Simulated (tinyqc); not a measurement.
# Worked calculation: input admittance of a MOSFET at zero drain bias: distributed channel and distributed gate

Computed by the program tinyqc: `OMP_NUM_THREADS=1 python tinyqc.py 2262197 2262198 out.jsonl`, one thread of a shared Intel Xeon 2.30GHz, about 0.01 s for the whole run. Printed values are rounded.

Source and drain grounded, strong inversion, w = 2 pi f, Cox = eps0 eox/tox. The channel is an RC line of resistance 1/(mu Cox Vo) per square fed from both ends, so one finger has the intrinsic admittance y = i w Cox L tanh(g)/g per width, g = (1/2) sqrt(i w tau), tau = L^2/(mu Vo). The vertical resistance rv/L is in series with y, the overlaps 2 i w Cov in parallel: y_t = 1/(1/y + rv/L) + 2 i w Cov. The gate strip is a line of Rsh/L per length loaded by y_t, so a finger has Y = y_t Wf tanh(k)/k, k = (Wf/sd) sqrt(y_t Rsh/L); the device has Nf Y.

Values chosen for this exercise; values of the order met in silicon radio-frequency transistors:
```
symbol,value,unit,meaning
eox,3.9,,relative permittivity of the gate insulator (close to silicon dioxide)
tox,3.6,nm,insulator thickness
L,0.13,um,channel length
Wf,5.5,um,finger width
Nf,4,,number of fingers
mu,320,cm^2/(V s),channel mobility
Vo,0.3,V,gate overdrive
Rsh,3.6,ohm/square,sheet resistance of the gate
rv,0,ohm um^2,vertical resistivity of the gate stack
sd,1,,number of ends at which a finger is contacted
Cov,0.32,fF/um,overlap and fringe capacitance on each side
f,44,GHz,frequency
```

Constants: eps0 = 8.8541878128e-14 F/cm where lengths are in cm. Results are converted to the units shown.

## Low-frequency resistances and capacitance

Low-frequency limits, with c = Cox L and ct = c + 2 Cov: R_strip = Rsh Wf/(3 sd^2 L Nf), R_ch = (c/ct)^2 L/(12 mu Cox Vo Wf Nf), R_vert = (c/ct)^2 rv/(L Wf Nf), C = ct Wf Nf.

parts (ohm): strip 12.6923, channel 2.33528, vertical 0
sum = 15.0276 ohm
C = 41.5132 fF
1/(2 pi R C) = 255.120 GHz

The strip term is the largest, 84.5 % of the sum.

## Admittance of the channel and stack per width

tau, g, c = Cox L, y and y_t as defined.

tau = 1.76042 ps
g = 0.246649+0.246649i
c = 1.24696 fF/um
y = 13.948+344.057i uS/um
y_t = 13.948+520.992i uS/um

w tau = 0.487, and Im y is 0.998 of w c.

## Input impedance of the device

k and Y as defined; Z = 1/(Nf Y) = R + 1/(i w C); Q = |Im Z|/R; signal at the point farthest from a contact |1/cosh k|.

k = 0.473430+0.460925i
Nf Y = 1.9012+11.0961i mS
R = 15.0013 ohm
C = 41.3146 fF
Q = 5.83628
signal at the far point = 0.978905

R is 0.18 % below its low-frequency limit and C is 0.48 % below its own.
